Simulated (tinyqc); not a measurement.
Thin-body transistor below threshold, two-dimensional Poisson equation on a small mesh: one step of the calculation.

A thin body on a thick buried insulator of low permittivity, taken as carrying no normal field at the bottom of the body (row 0). Mobile charge is neglected (subthreshold), the body is fully depleted, and potentials are counted from the intrinsic level; rows run upward to the gate, columns from source to drain.

Question. Over-relaxation sweep (omega = 1.5). Free nodes: rows 0..4, columns 1..6, taken row by row from row 0, left to right. t = (up psi(above) + dn psi(below) + lat [psi(left) + psi(right)] + s)/(up + dn + 2 lat), with the newest neighbours; psi(new) = psi + 1.5 (t - psi).

psi after iteration 1 (V):
```
             j=0        j=1        j=2        j=3        j=4        j=5        j=6        j=7
row 0  0.5000000  0.0794595  0.0126276  0.0020068  0.0003189  0.0000507  0.1589270  1.0000000
row 1  0.5000000  0.1264264  0.0275555  0.0055653  0.0010729  0.0002005  0.2528895  1.0000000
row 2  0.5000000  0.1541877  0.0407909  0.0097720  0.0021871  0.0004661  0.3084712  1.0000000
row 3  0.5000000  0.1339375  0.0356585  0.0090261  0.0021617  0.0004929  0.2679828  1.0000000
row 4  0.3200000  0.2110724  0.1360641  0.1101883  0.1027208  0.1007618  0.3380441  0.5700000
row 5  0.1400000  0.1400000  0.1400000  0.1400000  0.1400000  0.1400000  0.1400000  0.1400000
```

up, row 0 to 4: [30.471429, 30.471429, 30.471429, 56.722689, 56.722689]
dn, row 0 to 4: [0, 30.471429, 30.471429, 30.471429, 56.722689]
lat, row 0 to 4: [4.0962963, 8.1925926, 8.1925926, 9.6055556, 11.018519]
s, row 0 to 4 (V): [0, 0, 0, 0, 0]

Find: psi after iteration 2.

Answer.

psi after iteration 2 (V):
```
         j=0    j=1    j=2    j=3    j=4    j=5    j=6    j=7
row 0  0.500  0.191  0.057  0.015  0.003  0.026  0.383  1.000
row 1  0.500  0.225  0.081  0.025  0.007  0.057  0.450  1.000
row 2  0.500  0.221  0.085  0.029  0.009  0.084  0.442  1.000
row 3  0.500  0.269  0.165  0.119  0.101  0.166  0.484  1.000
row 4  0.320  0.207  0.162  0.140  0.129  0.199  0.317  0.570
row 5  0.140  0.140  0.140  0.140  0.140  0.140  0.140  0.140
```

Computed by the program tinyqc: `OMP_NUM_THREADS=1 python tinyqc.py 2480101 2480102 out.jsonl`, one thread of a shared Intel Xeon 2.30GHz, about 0.1 s for the whole run.
